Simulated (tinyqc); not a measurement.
Screening length from the swing.

Question. In a simple model of a Schottky-barrier transistor a barrier thinner than d = 2.8 nm is transparent, so the effective barrier is pn - psi (1 - exp(-d/lam)) and the swing beyond flat band is Vt ln 10/(1 - exp(-d/lam)). Find the thermionic swing, lam, and the effective barrier at psi = 0.2 V.

Parameters, values chosen for the exercise: temperature T = 250 K; barrier for electrons at both contacts pn = 0.71 eV.

Constants: q = 1.602176634e-19 C, kB = 1.380649e-23 J/K, Vt = kB T/q. Results are converted to the units shown.

swing in the tunnelling range = 91.764202 mV/decade

Solution. The ratio of the two swings is 1 - exp(-d/lam).

Vt ln 10 = 49.61 mV/decade
lam = 3.600 nm
effective barrier = 0.6019 eV

Computed by the program tinyqc: `OMP_NUM_THREADS=1 python tinyqc.py 2390118 2390119 out.jsonl`, one thread of a shared Intel Xeon 2.30GHz, about 0.09 s for the whole run.
